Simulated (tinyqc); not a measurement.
Coverage against grain size: equilibrium and kinetic segregation of a solute to boundaries and growing surfaces. Computed by tinyqc, a small Python program. Command: `OMP_NUM_THREADS=1 python tinyqc.py 3011487 3011488 out.jsonl segreg walk`. One thread of a shared host (Intel(R) Xeon(R) Processor @ 2.30GHz), about 0.01 s of CPU time with the checks.

Inputs (values chosen for the exercise, modelled on a solute in a copper line):
```
quantity                              value  unit
segregation energy Q                  0.539    eV
interaction z w (positive attracts)    0.24    eV
total solute fraction x0             0.0027     -
temperature T                           900     K
boundary thickness delta                0.3    nm
```

Isotherm: Fowler-Guggenheim.

Constants: k_B = 8.617333262e-05 eV/K.

Method. With theta the solute fraction on boundary sites and x that in the grains, theta/(1 - theta) = [x/(1 - x)] exp[(Q + z w theta)/(k_B T)]. Finite grains: boundary sites are the fraction f = 3 delta/d, and x0 = (1 - f) x + f theta; solve both equations for theta; share at boundaries = f theta/x0.

At T:
```
d (nm)    theta  x in the grains  share at boundaries (%)
15      0.04439        0.0000388                   98.648
30      0.08773        0.0000703                   97.475
60      0.17231        0.0001171                   95.728
120     0.33727        0.0001718                   93.685
250     0.68114        0.0002488                   90.818
500     0.95150        0.0009891                   63.433
1000    0.97496        0.0018242                   32.499
5000    0.98218        0.0025237                    6.548
```

What does the comparison show, and why?

From the largest grains to the smallest the share at boundaries rises from 6.5 to 99 %, and x/x0 falls to 0.014. In the dilute limit x/x0 = 1/(1 - f + f exp(Q/(k_B T))), which gives 0.016 at 15 nm.

Extremes, crossings and ranges named in words are read from the listed rows.
